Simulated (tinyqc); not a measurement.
# Length offset and series resistance from crossing lines

Question. R_total = Rs + k (L - dL)/Vo with constant Rs, dL and k. Find k, dL and Rs.

R_total at (L, Vo) = (40, 0.39), (120, 0.39), (40, 0.9) and (120, 0.9), L in nm and Vo in V (ohm um): [522.07692, 1199, 350.9, 644.23333]

Solution. At each overdrive R is a straight line in L with slope k/Vo; the two lines cross at L = dL, R = Rs.

k = 3.30 ohm um V/nm
dL = 4.30 nm
Rs = 220 ohm um

Program tinyqc, `OMP_NUM_THREADS=1 python tinyqc.py 2282068 2282069 out.jsonl`; Intel Xeon 2.30GHz, shared host, one thread, about 0.03 s.
